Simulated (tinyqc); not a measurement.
Inside a calculation. Model: resistance of a tapered via with liner, size effect and interface.

tinyqc, about 0.01 s, one thread, Intel Xeon 2.30GHz (shared host): `OMP_NUM_THREADS=1 python tinyqc.py 2750193 2750194 out.jsonl` Printed values are rounded.

A round via whose diameter grows from db at the bottom as D(z) = db + 2 z/tan(ang). The fill, of diameter D - 2 tl, starts above the bottom liner (thickness fb tl) and has rho = rho0 (1 + ks lam/(D - 2 tl)); the sidewall liner conducts in parallel with it. The bottom liner and the interface are crossed over the full area pi db^2/4. Spreading in the lines above and below is left out.

Parameters, values chosen for the exercise; fill metal close to copper: diameter at the bottom db = 32 nm; height hv = 87 nm; sidewall angle ang = 86 degrees; bulk resistivity of the fill rho0 = 1.66 uohm cm; mean free path of the fill lam = 40.1 nm; size-effect factor ks = 1.5; liner on the sidewall tl = 2.5 nm; liner at the bottom over that on the sidewall fb = 1; resistivity of the liner rl = 590 uohm cm; interface resistivity at the bottom ri = 2.3e-12 ohm cm^2; ballistic conductance per area, about 3/(4 rho0 lam) Sb = 1.1e15 S/m^2.

## Slices of the via

Slices between z0 = fb tl and hv, evaluated at their midpoints: conductance per length pi/4 [(D - 2 tl)^2/rho + (D^2 - (D - 2 tl)^2)/rl], slice resistance = slice height over that. 8 slices.

z, slice 0 to 7 (nm): [7.78125, 18.3438, 28.9062, 39.4688, 50.0312, 60.5938, 71.1562, 81.7188]
D, slice 0 to 7 (nm): [33.0882, 34.5654, 36.0426, 37.5198, 38.9971, 40.4743, 41.9515, 43.4287]
rho, slice 0 to 7 (uohm cm): [5.21483, 5.03722, 4.87651, 4.73040, 4.59699, 4.47469, 4.36217, 4.25829]
slice resistance, slice 0 to 7 (ohm): [0.885896, 0.772576, 0.678611, 0.599966, 0.533581, 0.477112, 0.428735, 0.387021]

## Total resistance

R_fill = sum of the slices; R_bottom = rl fb tl/(pi db^2/4); R_interface = ri/(pi db^2/4); ballistic (Sharvin) limit 1/(Sb pi (db - 2 tl)^2/4); ideal cylinder rho0 hv/(pi db^2/4).

parts (ohm): fill 4.76350, bottom liner 18.3401, interface 0.285982
R = 23.3896 ohm
shares (%): fill 20.3659, bottom liner 78.4114, interface 1.2227
ballistic limit = 1.58778 ohm
ideal cylinder = 1.79572 ohm

The bottom liner is the largest part, and R is 13.0 times the ideal cylinder. With 2000 slices R = 23.394 ohm.
